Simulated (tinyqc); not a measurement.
Changing the density rho_2: longitudinal sound in a periodic multilayer: transfer matrices, stop bands and folded phonons. Computed by tinyqc, a small Python program. Command: `OMP_NUM_THREADS=1 python tinyqc.py 3009810 3009811 out.jsonl multilayer sweep`. One thread of a shared host (Intel(R) Xeon(R) Processor @ 2.30GHz), about 0.01 s of CPU time with the checks.

Layers 1 and 2 repeat with period d = d_1 + d_2; waves travel normal to the layers, without loss. State vector (u, s): displacement u and stress divided by omega. Impedances Z = rho v are in 1e6 kg/(m^2 s).

Inputs (values chosen for the exercise, modelled on silica (layer 1), tungsten (layer 2) and silica (substrate)):
```
quantity            value    unit
density rho_1        2.17  g/cm^3
velocity v_1         5850     m/s
thickness d_1        24.3      nm
velocity v_2         5310     m/s
thickness d_2        21.2      nm
substrate density    2.18  g/cm^3
substrate velocity   5870     m/s
periods N               5       -
```

Method:
- Z = rho v; interface reflection r = (Z_2 - Z_1)/(Z_2 + Z_1) (stress amplitude, from 1 into 2); Bragg frequency f_B = 1/[2 (d_1/v_1 + d_2/v_2)]; long-wave velocity v_eff = d/sqrt[(d_1/v_1)^2 + (d_2/v_2)^2 + (Z_1/Z_2 + Z_2/Z_1)(d_1/v_1)(d_2/v_2)].
- A layer maps (u, s) by [[cos p, sin p/Z], [-Z sin p, cos p]], p = 2 pi f d_i/v_i; one period is M = M_2 M_1, and cos(q d) = trace(M)/2.
- For N periods A = M^N. A wave comes from a thick layer of material 1 and leaves into the substrate (Z_s): transmitted power T = 4 Z_1 Z_s/|Z_1 A_22 + Z_s A_11 - i (Z_1 Z_s A_12 - A_21)|^2, reflected power R = 1 - T.
- Gap m contains m f_B; its edges, where trace(M)/2 = (-1)^m, are found by root search. Weak-contrast estimate of the width: (4 f_B/pi) |r sin(m pi a)|, a = (d_1/v_1)/(d_1/v_1 + d_2/v_2).

One run for each value; columns: (1) density rho_2 (g/cm^3); (2) width/f_B (%); (3) transmitted power at f_B; (4) interface reflection r; (5) long-wave velocity v_eff (m/s):
```
(1)       (2)         (3)      (4)     (5)
2.63     6.07  8.0600e-01  0.04767  5579.0
3.70    27.57  4.9953e-02  0.21497  5454.8
5.21    48.36  1.6731e-03  0.37093  5187.0
7.32    67.75  5.5931e-05  0.50762  4812.5
10.30   85.62  1.8401e-06  0.62324  4368.3
14.50  101.70  6.0238e-08  0.71692  3894.2
20.40  115.90  1.9838e-09  0.79021  3423.4
28.70  128.31  6.5341e-11  0.84621  2976.5
```

Describe and explain the trends.

Over the rows, width/f_B (%) rises from 6.07 to 128 (exponent d ln y / d ln x 4.4 between the first rows and 0.30 between the last); transmitted power at f_B falls from 0.806 to 6.53e-11 (exponent d ln y / d ln x -8.1 between the first rows and -10.0 between the last); interface reflection r rises from 0.0477 to 0.846 (exponent d ln y / d ln x 4.4 between the first rows and 0.20 between the last). Contrast widens the gap and deepens it; it also slows long waves, since the soft layer sets the stiffness and the heavy one the mass.

Caution (rows 14.5, 20.4, 28.7): so small a transmitted power at f_B holds only for perfect layers and strictly normal incidence.
